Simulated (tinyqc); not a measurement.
# Fermi-level pinning at a metal contact (Cowley-Sze model): two studies

Interface states of density Ds lie behind a thin layer of thickness dl. Neglecting the depletion charge, the barrier for electrons is phi = S (pM - chi) + (1 - S) E0 with S = 1/(1 + q Ds dl/(eps0 ei)); the barrier for holes is Eg - phi.

Inputs (values chosen for the exercise); material values close to those of silicon:

| symbol | value | unit | meaning |
|---|---|---|---|
| Eg | 1.1 | eV | band gap |
| chi | 4.01 | eV | electron affinity |
| Ds | 1.7e13 | cm^-2 eV^-1 | density of interface states |
| E0 | 0.84 | eV | depth of their neutrality level below the conduction edge |
| dl | 0.49 | nm | thickness of the interface layer |
| ei | 3.8 |  | its relative permittivity |
| pM | 4.58 | eV | metal work function |

Constants: q = 1.602176634e-19 C, eps0 = 8.8541878128e-14 F/cm where lengths are in cm. Results are converted to the units shown.

Each table varies one quantity; the others keep the values above.

## Barrier against work function

phi is listed beside the Schottky-Mott value pM - chi.

Results:
```
pM (eV)	pM - chi (eV)	phi (eV)
3.4	-0.6100	-0.1982
3.7	-0.3100	0.01661
4	-0.01000	0.2314
4.3	0.2900	0.4462
4.6	0.5900	0.6610
4.9	0.8900	0.8758
5.2	1.190	1.091
5.8	1.790	1.520
```

Estimate the missing row, pM = 5.5 eV.

Computed row:
```
pM (eV)	pM - chi (eV)	phi (eV)
5.5	1.490	1.305
```

With this row back in the table: phi rises with slope S = 0.716, by 1.72 eV over 2.40 eV of work function, and equals the Schottky-Mott value at pM = chi + E0 = 4.85 eV. For pM = 3.4, 5.5, 5.8 phi lies outside the gap, where band states take over and the formula no longer holds.

## Unpinning by a thin insulator

Same model as above.

An inserted insulator of thickness t and permittivity 5.4 damps the metal-induced states, Ds(t) = Ds exp(-t/0.29 nm), and adds t/5.4 to dl/ei.

Results:
```
t (nm)	Ds(t) (cm^-2 eV^-1)	S	phi (eV)
0	1.7000e13	0.71599	0.64668
0.6	2.1474e12	0.91468	0.59304
0.9	7.6320e11	0.96078	0.58059
1.2	2.7125e11	0.98306	0.57457
1.5	9.6405e10	0.99295	0.57190
1.8	3.4263e10	0.99714	0.57077
2.1	1.2177e10	0.99886	0.57031
2.4	4.3280e9	0.99955	0.57012
```

Estimate the missing row, t = 0.3 nm.

Computed row:
```
t (nm)	Ds(t) (cm^-2 eV^-1)	S	phi (eV)
0.3	6.0420e12	0.83214	0.61532
```

With this row back in the table: S rises from 0.716 to 1.00, and phi falls from 0.647 to 0.570 eV, towards pM - chi = 0.570 eV. The insulator also adds a tunnelling resistance, which is not counted here and sets a best thickness.

Numbers from tinyqc (`OMP_NUM_THREADS=1 python tinyqc.py 2430069 2430070 out.jsonl`; about 0.01 s on one thread of a shared Intel Xeon 2.30GHz).
